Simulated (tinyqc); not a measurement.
Single-band model of a thermoelectric material: one step, computed by the program tinyqc.

One spherical band, one scattering law, no minority carriers and no phonon drag. In a real material minority carriers limit |S| to about E_g/(2 e T), so larger values are formal. eta = E_F/(k_B T) is counted from the band edge; f = 1/(1 + exp(x - eta)).

Question. Coefficients. sigma = e mu_0 N_0 <s> with mu_0 = e tau_0/m = mu_300 (T/300 K)^(-p); |S| = (k_B/e)(<x s>/<s> - eta); Lorenz number L = (k_B/e)^2 (<x^2 s>/<s> - (<x s>/<s>)^2); kappa_e = L sigma T; zT = S^2 sigma T/(kappa_L + kappa_e). Hall factor r_H = <G^(3/2)> <G^(3/2 + 2r)/D^4>/<s>^2; drift mobility sigma/(n e) with n = N_0 <G^(3/2)>; power factor S^2 sigma.

Inputs (values chosen for the exercise, for a model material):
```
quantity                              value        unit
mobility parameter mu_300               240  cm^2/(V s)
temperature exponent p                  2.5           -
lattice thermal conductivity kappa_L    4.2     W/(m K)
temperature T                           990           K
```

Band: parabolic. Scattering: acoustic phonons, r = -0.5.

N_0 = 2.290270e+20 1/cm^3

<s> = 0.06506961

<x s> = 0.1322715

reduced Fermi level eta = -2.699586

<x^2 s> = 0.4000753

<G^(3/2)> = 0.08732595

<G^(3/2 + 2r)/D^4> = 0.05689824

Constants: e = 1.602176634e-19 C; k_B = 8.617333262e-05 eV/K.

Give: conductivity sigma; Seebeck coefficient |S|; Lorenz number L; drift mobility; Hall factor r_H; power factor; kappa_e; zT.

Answer.

conductivity sigma = 28.97 S/cm

Seebeck coefficient |S| = 407.8 microvolt/K

Lorenz number L = 1.497 1e-8 V^2/K^2

drift mobility = 9.040 cm^2/(V s)

Hall factor r_H = 1.174

power factor = 4.817 microwatt/(cm K^2)

kappa_e = 0.04294 W/(m K)

zT = 0.1124

L is 61 % of the degenerate value pi^2/3 (k_B/e)^2 = 2.443; the classical limit for this r is (r + 5/2)(k_B/e)^2 = 1.485. The charge carriers transport 1 % of the heat.
